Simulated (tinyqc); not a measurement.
Inside a calculation. Method: tight binding, honeycomb lattice. Computed by tinyqc, a small Python program that keeps every step. Settings: t1 = 2.52, t2 = 0.15, phi = -0.61, delta = 1.94, points = 6. Command: `OMP_NUM_THREADS=1 python tinyqc.py 29946 29947 out.jsonl` (the two numbers bound the seeds that draw the settings). One thread of a shared host (Intel(R) Xeon(R) Processor @ 2.60GHz), about 0.01 s of CPU time with the checks.

## Bloch Hamiltonian at k

Parameters chosen for this model:

| parameter | value | unit |
|---|---|---|
| t1 | 2.520000 | eV, nearest |
| t2 | 0.150000 | eV, second neighbours |
| phi | -0.610000 | rad, phase of t2 (Haldane) |
| delta | 1.940000 | eV, +/- on A and B |

k point k (fractions of the reciprocal vectors): 0.1300  -0.3800

H_AB = -t1 (1 + exp(-i k.a1) + exp(-i k.a2)); H_AA = delta - 2 t2 sum cos(k.b + phi), H_BB = -delta - 2 t2 sum cos(k.b - phi), b = a1, a2 - a1, -a2.

H(k) at k (eV):
```
                 A                B
A           1.9426  -2.4081+0.1119i
B  -2.4081-0.1119i          -1.4299
```

## Levels at k

Diagonalise the Hermitian matrix.

eigenvalues (eV): -2.6856  3.1982

weights |c|^2 of the basis functions:
```
   band 1  band 2
A  0.2134  0.7866
B  0.7866  0.2134
```

## Bloch Hamiltonian at K

k point K (fractions of the reciprocal vectors): 0.3333  0.6667

As before.

H(k) at K (eV):
```
        A        B
A  1.8623   0.0000
B  0.0000  -1.1247
```

## Levels at K

As before.

eigenvalues (eV): -1.1247  1.8623

weights |c|^2 of the basis functions:
```
   band 1  band 2
A  0.0000  1.0000
B  1.0000  0.0000
```

## Bands along a path

The same steps at evenly spaced points between the labelled ones.

Bands along the path (eV):

| k | band 1 | band 2 |
|---|---|---|
| G | -8.5426 | 7.0673 |
| G-K 0.25 | -7.6955 | 6.5978 |
| G-K 0.50 | -5.4718 | 5.2259 |
| G-K 0.75 | -2.7371 | 3.2289 |
| K | -1.1247 | 1.8623 |
| K-M 0.25 | -1.5004 | 2.1958 |
| K-M 0.50 | -2.1517 | 2.7576 |
| K-M 0.75 | -2.6756 | 3.1998 |
| M | -2.9344 | 3.4261 |
| M-K' 0.25 | -2.8982 | 3.4223 |
| M-K' 0.50 | -2.6149 | 3.2208 |
| M-K' 0.75 | -2.2281 | 2.9236 |
| K' | -2.0177 | 2.7553 |

With 1 band(s) filled, the highest filled level on these points lies at K and the lowest empty one at K: a gap of 2.9870 eV, direct.

## Chern number of the lower band

On a 6 x 6 mesh, the phase of the product of overlaps around each plaquette (k1 then k2); the sum over 2 pi is an integer.

plaquette phases (rad):
```
         1        2        3        4        5        6
1   0.0000  -0.0265  -0.0862   0.0267   0.0432   0.0146
2   0.0286   0.0104  -0.0786  -0.4365   0.0000   0.0432
3   0.1103   0.1150   0.0484  -0.4021  -0.4365   0.0267
4   0.0218   0.3151   0.3416   0.0484  -0.0786  -0.0862
5  -0.0571   0.0000   0.3151   0.1150   0.0104  -0.0265
6  -0.0229  -0.0571   0.0218   0.1103   0.0286   0.0000
```

Chern number = 0.0000
